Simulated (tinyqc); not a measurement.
From results back to parameters: donor level screened by free carriers (Yukawa potential). Five cases, with inputs chosen for the exercise.

Problem. With Debye screening alone, ks^2 = 4 pi q n/(eps kB T), 1e18/cm^3 = 1e-6/angstrom^3. The converged binding was computed from a hidden density.

Potential -(q/(eps r)) exp(-ks r), q = e^2/(4 pi eps0). In units Ry* = Ry m/eps^2 and a* = a0 eps/m the problem is [-Laplacian - 2 exp(-x r)/r] psi = E psi with x = ks a*.

Converged values use 18 functions exp(-z r), z = 1.55^i, i = -11 to 6: S = 2/A^3, H = z_i z_j S - 2/(A + x)^2, A = z_i + z_j.

Constants: e^2/(4 pi eps0) = 14.39964547 eV angstrom; kB = 8.617333262e-05 eV/K.

Case 1.

Values chosen (out of a larger set: near those of a donor in Ge, with one mean mass; not measured data): eps = 15.7 (dielectric constant); T = 300 K (temperature).

Ry* = 8.942 meV
a* = 51.28 angstrom
binding = 1.6911 meV

Case 2.

Values chosen (out of a larger set: near those of a donor in Ge, with one mean mass; not measured data): eps = 16.3 (dielectric constant); T = 400 K (temperature).

Ry* = 8.552 meV
a* = 51.65 angstrom
binding = 0.9164 meV

Case 3.

Values chosen (out of a larger set: near those of a donor in 4H SiC, with one mean mass; not measured data): eps = 9.6 (dielectric constant); T = 300 K (temperature).

Ry* = 59.791 meV
a* = 12.54 angstrom
binding = 47.9471 meV

Case 4.

Values chosen (out of a larger set: near those of a donor in Ge, with one mean mass; not measured data): eps = 16.1 (dielectric constant); T = 300 K (temperature).

Ry* = 8.608 meV
a* = 51.95 angstrom
binding = 2.3984 meV

Case 5.

Values chosen (out of a larger set: near those of a donor in InP, with one mean mass; not measured data): eps = 12.4 (dielectric constant); T = 400 K (temperature).

Ry* = 7.433 meV
a* = 78.12 angstrom
binding = 0.7716 meV

Find: x; n.

Solution. The binding in Ry* falls steadily with x, so bisection gives x; then n = (x/a*)^2 eps kB T/(4 pi q).

Case 1.

x = 0.631
n = 0.34 x 1e18/cm^3

Case 2.

x = 0.764
n = 0.68 x 1e18/cm^3

Case 3.

x = 0.107
n = 0.10 x 1e18/cm^3

Case 4.

x = 0.519
n = 0.23 x 1e18/cm^3

Case 5.

x = 0.771
n = 0.23 x 1e18/cm^3

Computed by tinyqc, one run a case: `OMP_NUM_THREADS=1 python tinyqc.py N N+1 out.jsonl` with N = 1250727, 1250740, 1250801, 1250815, 1250835; one thread of a shared Intel(R) Xeon(R) Processor @ 2.30GHz, about 0.01 s a run at most.
